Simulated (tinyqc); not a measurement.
Q-state Potts model on a small periodic square lattice: enumeration, Metropolis, heat-bath and Wolff steps: one step, computed by the program tinyqc.

E = -J x (number of nearest-neighbour bonds with equal states); n x n sites with periodic edges have 2 n^2 bonds. Order parameter m = (q f - 1)/(q - 1), f being the largest share of one state. Sites are numbered row by row from 0. Here q = 2 and n = 4.

Problem. Scales. K = J/(k_B T); the infinite square lattice orders at K_c = ln(1 + sqrt(q)); Wolff bond probability p = 1 - exp(-K).

Inputs (values chosen for the exercise, for a model of domains or grain orientations): number of states q = 2; coupling J = 41 meV; temperature T = 451 K.

Constants: k_B = 8.617333262e-05 eV/K.

Give: K; K_c; T_c of the infinite lattice; p.

Solution.

K = 1.055

K_c = 0.8814

T_c of the infinite lattice = 539.8 K

p = 0.6518
